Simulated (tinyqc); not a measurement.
The 3-omega method: a line heater on a substrate with a thin film. Changing the current frequency f. Computed by tinyqc, a small Python program. Command: `OMP_NUM_THREADS=1 python tinyqc.py 3023985 3023986 out.jsonl threeomega sweep`. One thread of a shared host (Intel(R) Xeon(R) Processor @ 2.30GHz), about 0.04 s of CPU time with the checks.

A current at angular frequency omega = 2 pi f heats the line at 2 omega with the amplitude P per length; the temperature swing Delta T at 2 omega gives a voltage at 3 omega. The substrate is taken as semi-infinite and isotropic, and the heat capacity of heater and film is left out.

Inputs (values chosen for the exercise, modelled on polycrystalline aluminium nitride on sapphire):
```
quantity,value,unit
substrate conductivity kappa,35.5,W/(m K)
substrate heat capacity C,3.07,1e6 J/(m^3 K)
heater half-width b,4,micrometre
power amplitude per length P,42,W/m
film thickness t,380,nm
film conductivity kappa_f,32,W/(m K)
interface resistance R_i,9.1,m^2 K/GW
substrate thickness d_s,525,micrometre
temperature coefficient of resistance beta,2.2,1e-3/K
voltage amplitude V_1,2,V
```

Method:
- D = kappa/C; q = sqrt(2 i omega/D); penetration depth 1/|q| = sqrt(D/(2 omega)).
- Delta T_s = (P/(pi kappa)) int_0^infinity (sin x/x)^2 / sqrt(x^2 + (q b)^2) dx with (q b)^2 = i |q b|^2, averaged over the heater width (12 Gauss-Legendre points on each of the pieces 0, 14 log-spaced edges from 1e-5 to 1, and multiples of pi to 40 pi; the tail adds 1/(4 (40 pi)^2)).
- For |q| b much below 1: Delta T_s = (P/(pi kappa)) [-ln(|q| b) + eta - i pi/4], eta = 3/2 - C_E = 0.92278, with Euler's C_E = 0.5772157.
- One-dimensional flow across the film: Delta T_f = P (t/kappa_f + R_i)/(2 b); total in-phase swing Delta T = Delta T_s + Delta T_f; third-harmonic amplitude V_3 = V_1 beta |Delta T|/2 with the out-of-phase part included; the apparent film conductivity is t/(t/kappa_f + R_i).
- Take the in-phase swing at f and at 2f; in the narrow-line limit kappa = P ln 2/(2 pi [Delta T(f) - Delta T(2f)]), whatever the film and the heater width.

One run for each value:
```
current frequency f (Hz),in-phase Delta T_s (K),out-of-phase Delta T_s (K),error of the slope method (%),penetration depth (micrometre),film share of the in-phase swing
3,2.204,-0.2958,1.970e-03,553.8,0.0476
10,1.978,-0.2957,6.565e-03,303.3,0.0527
30,1.771,-0.2956,1.969e-02,175.1,0.0585
300,1.337,-0.2946,1.960e-01,55.4,0.0761
1000,1.111,-0.2925,6.484e-01,30.3,0.0902
3000,0.906,-0.2876,1.916e+00,17.5,0.1084
10000,0.685,-0.2751,6.176e+00,9.6,0.1385
30000,0.493,-0.2509,1.761e+01,5.5,0.1826
100000,0.309,-0.2038,5.412e+01,3.0,0.2631
```

Give the missing row, current frequency f (Hz) = 100.

Computed row; columns: (1) current frequency f (Hz); (2) in-phase Delta T_s (K); (3) out-of-phase Delta T_s (K); (4) error of the slope method (%); (5) penetration depth (micrometre); (6) film share of the in-phase swing:
```
(1)    (2)      (3)        (4)   (5)     (6)
100  1.544  -0.2953  6.554e-02  95.9  0.0666
```

Interpolating between the two neighbouring rows (the first column on a logarithmic scale, the others too where they are positive) misses most in in-phase Delta T_s (K), by 0.97 %. Over the rows, in-phase Delta T_s (K) falls from 2.20 to 0.309 (exponent d ln y / d ln x -0.090 between the first rows and -0.39 between the last); out-of-phase Delta T_s (K) rises from -0.296 to -0.204 (exponent d ln y / d ln x -1.1e-4 between the first rows and -0.17 between the last); error of the slope method (%) rises from 0.00197 to 54.1 (exponent d ln y / d ln x 1.00 between the first rows and 0.93 between the last). At the low end the exponent of out-of-phase Delta T_s is 0.00, close to 0: the narrow-line value does not depend on f. The exponent of penetration depth stays at -0.50: a diffusion length. The in-phase swing falls linearly in ln f while the penetration depth is much larger than b; the film step does not depend on f, so its share grows.

Caution (rows 3.00, 10.0, 30.0): the penetration depth exceeds a fifth of the substrate thickness, so the back face is felt and the semi-infinite formula fails. Caution (all rows): the film does not conduct much worse than the substrate, so heat spreads in it and the one-dimensional step is only approximate, and wrong once kappa_f nears or exceeds kappa.
